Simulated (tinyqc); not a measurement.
# Worked calculation: ESD clamp with bipolar snapback, compact model and design window

Numbers from tinyqc (`OMP_NUM_THREADS=1 python tinyqc.py 2670018 2670019 out.jsonl`; about 0.01 s on one thread of a shared Intel Xeon 2.30GHz). Printed values are rounded.

The drain junction multiplies the current that enters it: Igen = (M - 1)(Ic + I0), M = 1/(1 - (Vj/BV)^n). The generated holes leave through the substrate resistance and the base of the parasitic npn: Igen = Vb/Rb + Ic/be, Ic = Is exp(Vb/Vt). Terminal current I = Ic + I0 + Igen and voltage V = Vj + I Ro, per width. Isothermal, constant gain.

Parameters, values chosen for the exercise; values close to those of grounded-gate n-channel clamps:
- T = 300 K (temperature)
- BV = 11.9 V (junction breakdown voltage)
- n = 4.5 (exponent of the multiplication)
- be = 11 (current gain of the parasitic npn)
- Is = 1.2e-18 A/um (saturation current)
- I0 = 2.3e-11 A/um (junction leakage)
- Rb = 24000 ohm um (substrate resistance)
- Ro = 240 ohm um (drain ballast and contact resistance)
- It2 = 10.5 mA/um (failure current for 100 ns)
- Wf = 20 um (finger width)
- Nf = 12 (number of fingers)
- Lv = 4 kV (human-body-model level)
- Vox = 9.9 V (oxide breakdown voltage for 100 ns)
- Vdd = 3.3 V (supply voltage)

Constants: q = 1.602176634e-19 C, kB = 1.380649e-23 J/K, Vt = kB T/q. Results are converted to the units shown.

## The snapback curve

Vb, point 0 to 8 (V): 0.05  0.3  0.493  0.553  0.603  0.744  0.875  0.895  0.925

For given Vb: Ic, Igen, M = 1 + Igen/(Ic + I0), Vj = BV (1 - 1/M)^(1/n), I and V.

```
point   Ic (uA/um)          M   Vj (V)  I (uA/um)    V (V)
0      8.30126e-12    90580.7  11.9000    2.08336  11.9005
1       1.31510e-7  5.40389e5  11.9000    12.5000  11.9030
2       2.29729e-4    81280.3  11.9000    20.5419  11.9049
3       0.00233977    9753.08  11.8997    23.0442  11.9053
4        0.0161858    1551.17  11.8983    25.1427  11.9043
5          3.78295    9.28551  11.6025    35.1269  11.6109
6          600.529    1.15162  7.58347    691.581  7.74945
7          1301.73    1.11956  7.23876    1457.36  7.58853
8          4154.29    1.10019  6.98699    4570.50  8.08391
```

V peaks at Vt1 = 11.91 V and falls to Vh = 7.588 V: once the npn supplies current, a small M feeds the base. At high current M tends to 1 + 1/be and Vj to BV (1 + be)^(-1/n) = 6.851 V.

## Iteration 1: base voltage at the failure current

Vb at the start = 0.83 V

I(Vb) = Ic (1 + 1/be) + I0 + Vb/Rb, I' = Ic (1 + 1/be)/Vt + 1/Rb; Newton steps on ln I: Vb(new) = Vb - ln(I/It2) I/I'. V follows from the introduction.

I = 0.149493 mA/um
V = 9.11112 V
I' = 4.48657 mS/um
Vb after iteration 1 = 0.971673 V

## Iteration 2: base voltage at the failure current

As before.

I = 27.6057 mA/um
V = 13.5004 V
I' = 1066.31 mS/um
Vb after iteration 2 = 0.946648 V

## Course of the iteration: base voltage at the failure current

Stop when Vb changes by less than 1e-10 V, or after 20 iterations. Vb must stay between 0 and 8 V.

Course of the iteration:
```
iteration    Vb (V)  |change| (V)
1          0.971673         0.142
2          0.946648        0.0250
3          0.946624       2.36e-5
4          0.946624      3.83e-11
```

Converged in 4 iterations. At the end the number of correct digits about doubles with each step.

## Design window and human-body level

Vt1 = 11.9053 V
Vh = 7.58849 V
Vt2 = 9.43252 V

Human-body model: 100 pF through 1500 ohm, peak current about (level - Vt2)/1500 ohm, decay time 150 ns. All fingers turn on before the first fails if Vt2 > Vt1; then the clamp carries Nf Wf It2, otherwise in the worst case Wf It2. Margins: Vh - 1.1 Vdd against latching in operation, Vox - max(Vt1, Vt2) for the protected oxide.

peak current = 2.66038 A
current the clamp carries = 0.21 A
level it withstands = 0.324433 kV
holding margin = 3.95849 V
oxide margin = -2.00526 V

Uniform turn-on is not assured; the clamp fails the level. The oxide margin is negative.
